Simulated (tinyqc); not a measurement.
A log to judge: quasi-harmonic thermal expansion with mode Grueneisen parameters. Computed by tinyqc. Command: `OMP_NUM_THREADS=1 python tinyqc.py 3031822 3031823 out.jsonl qha walk`. One thread of a shared host (Intel(R) Xeon(R) Processor @ 2.30GHz), about 0.05 s of CPU time with the checks.

A crystal with two atoms a cell; per atom there are 1 transverse acoustic (TA), 1/2 longitudinal acoustic (LA) and 3/2 optical (O) modes. Every frequency of group i scales as nu_i (V/V0)^(-gamma_i). The acoustic groups have Debye spectra, density 3 nu^2/nu_i^3 up to nu_i (40 Gauss-Legendre points); the optical group has one frequency. Static energy: E = (9 V0 B0/16) [y^3 B' + y^2 (2 - 4 y)], y = (V0/V)^(2/3) - 1, with pressure P_s = (3 B0/2) (z^7 - z^5) [1 + (3/4)(B' - 4)(z^2 - 1)], z = (V0/V)^(1/3).

Inputs (values chosen for the exercise, modelled on germanium): static volume V0 = 22.6 angstrom^3/atom; static bulk modulus B0 = 73.8 GPa; static B' = 4.73; frequency nu_TA = 2.52 THz; frequency nu_LA = 6.38 THz; frequency nu_O = 8.87 THz; Grueneisen parameter gamma_TA = -0.83; Grueneisen parameter gamma_LA = 0.88; Grueneisen parameter gamma_O = 1.2; temperature T = 80 K; step factor f = 0.03.

Acoustic groups: Debye.

Constants: h x 1 THz = 4.135667696 meV; k_B = 8.617333262e-05 eV/K; 1 eV/angstrom^3 = 160.2176634 GPa.

Method:
- For a mode with x = h nu/(k_B T), n = 1/(exp(x) - 1): U = h nu (n + 1/2), C/k_B = x^2 n (n + 1); U_i and C_i sum these over group i with its weight per atom.
- Phonon pressure P_ph = sum_i gamma_i U_i/V.
- Start at V0 and step V(new) = V [1 + f (P_s + P_ph)/B0]; stop when |P_s + P_ph| < 1e-8 GPa, after 60 steps, or when V leaves 0.7 to 1.3 V0.

Iterations:
```
step  V (angstrom^3)  P_s + P_ph (GPa)
0            22.6000          0.226356
1            22.6021          0.219519
2            22.6041          0.212891
3            22.6061          0.206466
4            22.6079          0.200237
5            22.6098          0.194199
6            22.6116          0.188345
7            22.6133          0.182670
8            22.6150          0.177167
...              ...               ...
51           22.6546          0.047885
52           22.6551          0.046454
53           22.6555          0.045067
54           22.6559          0.043721
55           22.6563          0.042415
56           22.6567          0.041149
57           22.6571          0.039920
58           22.6575          0.038729
59           22.6578          0.037573
```

Can the last value be used, and what does the course show?

No. Not converged: the residual falls at every step, but slowly, by a factor of about 0.970 a step. Near the solution each step multiplies the error by about 1 - f B/B0, with f = 0.03. Reruns converge with step factor f = 1.0; or with step factor f = 0.6.
